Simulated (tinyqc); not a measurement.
# Worked calculation: capacitance measurement on a leaky thin oxide: effects of series resistance and leakage

Program tinyqc, `OMP_NUM_THREADS=1 python tinyqc.py 2022153 2022154 out.jsonl`; Intel Xeon 2.30GHz, shared host, one thread, about 0.01 s. Printed values are rounded.

The device is a capacitance C in parallel with a leakage conductance G, in series with Rs and Ls. An impedance meter reports either a parallel pair (Cp, Gp) from Y = 1/Z = Gp + i w Cp or a series pair (Cs, Rm) from Z = Rm + 1/(i w Cs); w = 2 pi f, dissipation D = Gp/(w |Cp|).

Inputs (values chosen for the exercise); values of the order met in thin-oxide MOS capacitors:
- eox = 3.9 (relative permittivity of the gate insulator (close to silicon dioxide))
- tox = 1.3 nm (insulator thickness)
- A = 100 um^2 (gate area)
- zc = 0.45 nm (oxide-equivalent thickness added by the accumulation layer)
- zp = 0.23 nm (oxide-equivalent thickness added by gate depletion)
- Jg = 0.0015 A/cm^2 (gate leakage current density, not matched to the thickness)
- Vs = 0.36 V (voltage for an e-fold rise of the leakage)
- Rs = 5.7 ohm (series resistance)
- Ls = 54 nH (series inductance)
- f = 1e5 Hz (measuring frequency)

Constants: eps0 = 8.8541878128e-14 F/cm where lengths are in cm. Results are converted to the units shown.

## True capacitance and conductance

EOT = 3.9 tox/eox; CET = EOT + zc + zp; C = 3.9 eps0 A/CET; G = Jg A/Vs.

EOT = 1.3 nm
CET = 1.98 nm
C = 1.74401 pF
G = 0.00416667 uS

## What the meter reports

Z = Rs + i w Ls + 1/(G + i w C).

Z = (0.03476-9.12569i) x 1e5 ohm
Cp = 1.74401 pF
Gp = 0.00417351 uS
Cs = 1.74403 pF
D = 0.00380867

Cp is within 0.01 % of C and Cs is within 0.01 % of it; G Rs = 2.37e-8, w C Rs = 6.25e-6 and G/(w C) = 0.00380.
